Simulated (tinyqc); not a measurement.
Worked calculation: gas flow in a process chamber: flow regimes, conductance, effective pumping speed, pump-down, outgassing and purge. Computed by tinyqc, a small Python program that keeps every step. Command: `OMP_NUM_THREADS=1 python tinyqc.py 3120226 3120227 out.jsonl pump walk`. One thread of a shared host (Intel(R) Xeon(R) Processor @ 2.30GHz), about 0.06 s of CPU time with the checks. Intermediate numbers are printed to about 6 digits and carried at full precision; extremes and crossings named in words are read from the listed rows.

Ideal gas, isothermal flow, a pump of constant speed at the end of a round pipe; process gas, volume gas and outgassing are given the same properties. 1 sccm = 101325 Pa x 1e-6 m^3/60 s x T/273.15 K.

Inputs (values chosen for the exercise, modelled on hydrogen near room temperature): molar mass M = 2.016 g/mol; molecular diameter = 0.27 nm; viscosity eta = 8.9 micropascal s; temperature T = 350 K; chamber volume V = 280 L; wall area = 1.5 m^2; pipe diameter d = 25 cm; pipe length l = 230 cm; pump speed S = 710 L/s; process gas flow = 280 sccm; outgassing rate after 1 h = 1.3e-05 Pa m^3/(s m^2); outgassing exponent n = 1; starting pressure p0 = 2400 Pa; target base pressure = 0.0001 Pa.

Constants: k_B = 1.380649e-23 J/K; u = 1.6605390666e-27 kg.

## Molecular flow

Mean speed c = sqrt(8 k_B T/(pi m)); aperture conductance C_a = c pi d^2/16; molecular pipe C_m = C_a/(1 + 3 l/(4 d)) (Dushman form); viscous pipe C_v = pi d^4 p_mean/(128 eta l); Knudsen interpolation C = C_v + C_m (1 + x)/(1 + 1.24 x), x = d p_mean sqrt(m/(k_B T))/eta. Effective speed 1/S_eff = 1/S + 1/C_m; time constant V/S_eff; pressure at which the free path k_B T/(sqrt2 pi d_m^2 p) equals d.

mean speed c = 1917.24 m/s

C_a = 23528.0 L/s

C_m = 2978.23 L/s

S_eff in molecular flow = 573.322 L/s

time constant = 0.488382 s

pressure where the free path equals d = 0.0596786 Pa

The pipe passes on 81 % of the pump speed.

## Process pressure

Steady flow: the pump inlet is at p_2 = Q/S, and the chamber pressure p_1 solves Q = C((p_1 + p_2)/2) (p_1 - p_2). Residence time = p_1 V/Q. Knudsen number = free path at the mean pressure over d.

throughput Q = 605.885 Pa L/s

p_2 = 0.853359 Pa

chamber pressure p_1 = 0.944692 Pa

conductance C = 6633.80 L/s

residence time = 0.436574 s

Knudsen number = 0.0663815

The flow in the pipe is transitional.

## Purging a well-mixed chamber

With steady flow a contaminant decays as exp(-t/residence time); gas used = flow x time.

time to dilute 1e3 times = 3.01575 s

time to dilute 1e6 times = 6.03150 s

gas used for 1e6 = 28.1470 standard cm^3

## Pump-down curve

Pump-down: V dp/dt = -S_eff(p) p + q(t) A, with S_eff = S p_2/p, where p_2 solves C((p + p_2)/2) (p - p_2) = S p_2 at each moment, and q(t) = q_1 (1 h/(t + 10 s))^n; integrated adaptively. At long times p = q(t) A/S_eff. S_eff(p) is tabulated at 260 pressures and interpolated in ln p. Comparison columns: p0 exp(-t/time constant) with the molecular S_eff (0 below 1e-26 p0), and the outgassing limit.

Pressure against time:
```
t (s)        p (Pa)  S_eff (L/s)  volume gas only (Pa)  outgassing limit (Pa)
0.3     1.12168e+03      709.904           1.29848e+03            1.18878e-02
1       1.90240e+02      709.435           3.09713e+02            1.11313e-02
3       1.32442e+00      654.513           5.15768e+00            9.41879e-03
10      6.30419e-03      571.254           3.07389e-06            6.12221e-03
30      3.10570e-03      572.192                     0            3.06111e-03
100     1.11897e-03      572.887                     0            1.11313e-03
300     3.95715e-04      573.165                     0            3.94981e-04
1000    1.21301e-04      573.273                     0            1.21232e-04
3600    3.39235e-05      573.308                     0            3.39181e-05
20000   6.11933e-06      573.320                     0            6.11915e-06
100000  1.22433e-06      573.322                     0            1.22432e-06
```

From t = 10 s on the pressure is within 20 % of the outgassing limit, which falls only as (t + 10 s)^-1: walls, not volume, set the time to base pressure.

## Time to base pressure

From the outgassing limit: t = 1 h x (q_1 A/(S_eff p_target))^(1/n) - 10 s; monolayer time at the target = 1e19 m^-2 x 4 k_B T/(p c) for unit sticking.

time to the target = 0.337345 h

monolayer time = 1.00817 s

Checks made by the program: throughput from C and the pressure drop (relative difference below 1e-10).
